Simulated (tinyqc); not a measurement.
Single-domain magnet: Stoner-Wohlfarth switching, Neel-Arrhenius retention, LLG dynamics and spin torque: one step, computed by the program tinyqc.

The moment is uniform, with unit vector m; z is the easy axis. mu_0 = 1.25663706212e-6 T m/A, gamma = 1.76085963023e11 rad/(s T).

Problem. Spin-transfer switching. For axial symmetry and a polariser along z: I_c0 = (4 e alpha/(hbar eta)) K_eff V; relaxation time tau_D = (1 + alpha^2)/(alpha gamma mu_0 H_K); thermal start angle theta_0 = 1/sqrt(2 Delta); switching time about tau_D ln(pi/(2 theta_0))/(I/I_c0 - 1); precession frequency gamma mu_0 H_K/(2 pi (1 + alpha^2)).

Inputs (values chosen for the exercise, for a model magnet):
```
quantity,value,unit
temperature T,358,K
damping alpha,0.013,-
spin-torque efficiency eta,0.71,-
drive I/I_c0,2.9,-
```

Shape: prolate spheroid, easy axis along it.

K_eff = 169.7806 kJ/m^3

volume V = 8793.108 nm^3

stability factor Delta = 302.0398

anisotropy field mu_0 H_K = 0.4176645 T

Constants: e = 1.602176634e-19 C; hbar = 1.054571817e-34 J s.

Give: critical current I_c0; Delta/I_c0; tau_D; switching time, estimate; precession frequency.

Solution.

critical current I_c0 = 166.1 microampere

Delta/I_c0 = 1.818 1/microampere

tau_D = 1.046 ns

switching time, estimate = 2.012 ns

precession frequency = 11.70 GHz

Caution: a domain wall can cross the element at lower cost, so the single-domain barrier is an upper bound.
